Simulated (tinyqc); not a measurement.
Long runs: velocity against field: Monte Carlo simulation of one carrier in a uniform electric field. Computed by tinyqc, a small Python program. Command: `OMP_NUM_THREADS=1 python tinyqc.py 3023904 3023905 out.jsonl mcfl walk`. One thread of a shared host (Intel(R) Xeon(R) Processor @ 2.30GHz), about 1 s of CPU time with the checks.

The force e F acts along +z. Flights end at the constant total rate Gamma; the part of Gamma that the real rates do not fill is self-scattering, which leaves k unchanged. One valley, no impurities; equivalent final valleys enter only through Z_f in the optical rate.

Inputs (values chosen for the exercise, modelled on electrons in silicon):
```
quantity                                             value       unit
effective mass m                                     0.322        m_0
density rho                                           2329     kg/m^3
sound velocity v_l                                    8840        m/s
acoustic deformation potential D_A                     9.9         eV
phonon energy hbar w                                  60.4        meV
optical or intervalley deformation potential D_o       4.8  1e8 eV/cm
final valleys Z_f                                        5          -
lattice temperature T                                  400          K
electric field F                                        26      kV/cm
energy E_max up to which Gamma must cover the rates      1         eV
seed of the random numbers                           41823          -
```

Crystal: non-polar. Band: parabolic.

Constants: k_B = 1.380649e-23 J/K; e = 1.602176634e-19 C; hbar = 1.054571817e-34 J s; m_0 = 9.1093837015e-31 kg; hbar = 6.582119569e-16 eV s; k_B = 8.617333262e-05 eV/K.

Method:
- Parabolic band: E = hbar^2 k^2/(2 m), speed v = hbar k/m, states per spin, volume and energy g(E) = m k/(2 pi^2 hbar^2). Masses are multiplied by m_0 and all formulas are in SI units.
- Phonon occupation N_q = 1/(exp(hbar w/(k_B T)) - 1).
- Acoustic deformation potential (elastic, equipartition, absorption and emission together): 1/tau = 2 pi k_B T D_A^2 g(E)/(hbar rho v_l^2).
- Optical or intervalley deformation potential: 1/tau = (pi Z_f D_o^2/(rho w)) [N_q g(E + hbar w) + (N_q + 1) g(E - hbar w)], with g = 0 below the band edge.
- Gamma is 1.05 times the largest total rate on the grid E = (j + 1/2) E_max/400, j = 0..399.
- On the grid E_j = (j + 1/2) hbar w/12 up to 20 k_B T + 2 hbar w, solve (sum of rates) l(E) = v(E); mu_0 = e sum g v l exp(-E/k_B T)/(3 k_B T sum g exp(-E/k_B T)).
- Flight: t = -ln(r1)/Gamma; k_z grows by e F t/hbar; E follows from the band; dz = (E_end - E_start)/(e F).
- Choice: with cumulative rates in the order acoustic, absorption, emission, the process is the first whose sum exceeds r2 Gamma; if none, self-scattering.
- Final state: E' = E, E + hbar w or E - hbar w gives k'. Isotropic processes: cos(theta) = 1 - 2 r3 from the z axis, phi = 2 pi r4, k' (sin theta cos phi, sin theta sin phi, cos theta).
- Each row: 250 carriers from a thermal start, 1600 flights each, the first half discarded, random numbers not printed; the error is the standard error over ten groups; the mean energy is taken at the ends of flights, which sample time evenly. Fields at which more than 0.02 % of the events exceed Gamma are left out.

Gamma = 43.1438 1e12/s

low-field mobility mu_0 = 793.553 cm^2/(V s)

Monte Carlo results:
```
F (kV/cm)  drift velocity (1e5 m/s)  error (1e5 m/s)  mu_0 F (1e5 m/s)  mean energy (meV)  real events (%)
6.5                           0.396           0.0081            0.5158               63.6             16.3
13.0                          0.619           0.0100            1.0316               86.6             20.5
26.0                          0.828           0.0110            2.0632              158.0             30.8
```

What follows from these numbers?

At the lowest field the drift velocity is 0.77 +/- 0.02 of the ohmic value mu_0 F, at the highest 0.40 +/- 0.01. The mean energy goes from 64 to 158 meV against the parabolic-band thermal value 3 k_B T/2 = 52 meV: the carriers heat, more of them reach the emission threshold, where they lose momentum, and the curve bends below the ohmic line. Only 16 to 31 % of the events are real; the rest is the price of a constant Gamma.

Extremes, crossings and ranges named in words are read from the listed rows.
